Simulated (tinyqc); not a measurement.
Worked calculation: switching kinetics of a ferroelectric film and the memory window of a ferroelectric gate stack. Computed by tinyqc, a small Python program that keeps every step. Command: `OMP_NUM_THREADS=1 python tinyqc.py 3022064 3022065 out.jsonl feswitch walk`. One thread of a shared host (Intel(R) Xeon(R) Processor @ 2.30GHz), about 0.03 s of CPU time with the checks. Intermediate numbers are printed to about 5 digits and carried at full precision; extremes and crossings named in words are read from the listed rows.

Fields in MV/cm; 1 microcoulomb/cm^2 over eps_0 is 11.29409 MV/cm. In the stack (metal, ferroelectric, interlayer, channel) the channel is taken as a conductor.

Inputs (values chosen for the exercise, for a model film):
```
quantity                                   value               unit
saturation polarisation P_s                   30  microcoulomb/cm^2
ratio P_r/P_s                               0.82                  -
coercive field E_c                           1.3              MV/cm
permittivity of the ferroelectric eps_F       22                  -
thickness t_F                                9.6                 nm
permittivity of the interlayer eps_I         5.5                  -
interlayer thickness t_I                    0.52                 nm
share s of P screened by trapped charge     0.86                  -
pulse height V                               5.1                  V
time constant t_inf                        5e-10                  s
activation field E_a                          11              MV/cm
Merz exponent alpha                            2                  -
dimension n                                    3                  -
half width w of log10 t                     0.33                  -
pulse length t_p                         1.1e-08                  s
breakdown field of the interlayer             15              MV/cm
```

Kinetics: nucleation-limited (NLS).

## The hysteresis loop

Saturated branches: P(E) = P_s tanh[(E -/+ E_c)/(2 delta)], delta = E_c/ln[(1 + P_r/P_s)/(1 - P_r/P_s)]; D = P + eps_0 eps_F E.

delta = 0.56189 MV/cm

P on both branches (microcoulomb/cm^2) at E/E_c = -3, -2, -1, -0.5, 0, 0.5, 1, 1.5, 2, 3:
```
E (MV/cm)  rising branch  falling branch
-3.90            -29.994         -29.419
-2.60            -29.942         -24.600
-1.30            -29.419           0.000
-0.65            -28.190          15.645
0.00             -24.600          24.600
0.65             -15.645          28.190
1.30               0.000          29.419
1.95              15.645          29.816
2.60              24.600          29.942
3.90              29.419          29.994
```

peak differential permittivity eps_F + P_s/(2 delta eps_0) = 323.50

## Memory window

At threshold the channel charge is negligible, so D = 0 on each branch: (1 - s) P(E) + eps_0 eps_F E = 0, with the screened share s. The rising branch has the root E0 between 0 and E_c; window = 2 E0 t_F; its upper bound is 2 E_c t_F.

field E0 = 0.83863 MV/cm

memory window = 1.6102 V

bound 2 E_c t_F = 2.496 V

fixed-charge estimate 2 (1 - s) P_r t_F/(eps_0 eps_F) = 3.3946 V

Charge and coercive field both limit the window.

## Fields in the stack

Series stack: V = E_F t_F + E_I t_I and eps_I E_I = eps_F E_F + (1 - s) P/eps_0. Before switching P = -P_r, after it P = +P_s; in retention V = 0 and P = +P_r.

E_F before switching = 4.6813 MV/cm

E_F after switching = 3.9825 MV/cm

E_I after switching = 24.554 MV/cm

depolarising field in retention = 0.31486 MV/cm

depolarising field over E_c = 0.24220

The interlayer field exceeds its breakdown field. Caution: the interlayer field exceeds its breakdown field, so charge injection would change the fields.

## Switched share after the pulse

Merz's law: t1 = t_inf exp[(E_a/E)^alpha] at the mean of the fields before and after switching. NLS: switched share = integral of [1 - exp(-(t/tau)^n)] F(z) dz over z = log10 tau, with the Lorentzian F = (1/pi) w/[(z - log10 t1)^2 + w^2].

mean field = 4.3319 MV/cm

switching time t1 = 3.1575e-07 s

switched share = 0.076626

t_p is 0.035 t1. A field higher by 10 % would shorten t1 by a factor 3.1. The step approximation 1/2 + arctan[log10(t_p/t1)/w]/pi gives 0.071.

## KAI against NLS in time

KAI: 1 - exp[-(t/t1)^n]. NLS: the same kernel averaged over the Lorentzian F = (1/pi) w/[(z - log10 t1)^2 + w^2] in z = log10 tau.

Switched share:
```
log10(t/t1)     KAI      NLS
-3.0         0.0000  0.03602
-2.0         0.0000  0.05485
-1.0         0.0010  0.11528
-0.5         0.0311  0.23302
-0.2         0.2221  0.40320
0.0          0.6321  0.56002
0.2          0.9813  0.70257
0.5          1.0000  0.82677
1.0          1.0000  0.90372
2.0          1.0000  0.94964
3.0          1.0000  0.96595
```

KAI goes from 10 to 90 % within 0.45 decades of time; a Lorentzian of this width needs about 2 w tan(0.4 pi) = 2.0 decades. Three decades after t1, 3.4 % of the NLS film has not switched, and three decades before it 3.6 % already has: the tails set write margins and disturb errors.

## Interlayer thickness

Series stack: V = E_F t_F + E_I t_I and eps_I E_I = eps_F E_F + (1 - s) P/eps_0. E_I is for P = +P_s at the pulse height, the depolarising field for P = +P_r at V = 0; V needed puts E_F = 1.5 E_c after switching.

Stack against t_I:
```
t_I (nm)  E_F after (MV/cm)  E_I (MV/cm)  depolarising field / E_c  V needed (V)
0.3                  4.4827       26.555                   0.15111        2.3647
0.5                  4.0248       24.724                   0.23449        2.6932
0.8                  3.4453       22.406                   0.34001        3.1860
1.2                  2.8230       19.916                   0.45334        3.8429
1.6                  2.3250       17.925                   0.54401        4.4999
2.0                  1.9177       16.295                   0.61820        5.1569
3.0                  1.1633       13.278                   0.75557        6.7994
```

Each nanometre of interlayer costs 1.64 V, against 0.20 V for a nanometre of ferroelectric. The depolarising field grows from 0.15 to 0.76 E_c. At E_F = 1.5 E_c the interlayer carries (1.5 eps_F E_c + (1 - s) P_s/eps_0)/eps_I = 16.4 MV/cm whatever its thickness, above its breakdown field of 15 MV/cm, so the voltages in the last column could not be applied without breakdown. Caution: rows with E_I above the breakdown field of the interlayer cannot be reached without charge injection. Caution: where E_F after switching is below E_c the switching stalls before P_s, and where the depolarising field exceeds E_c the state switches back, so those rows describe states that are not held.

Checks made by the program: the remanence (relative difference below 1e-10).
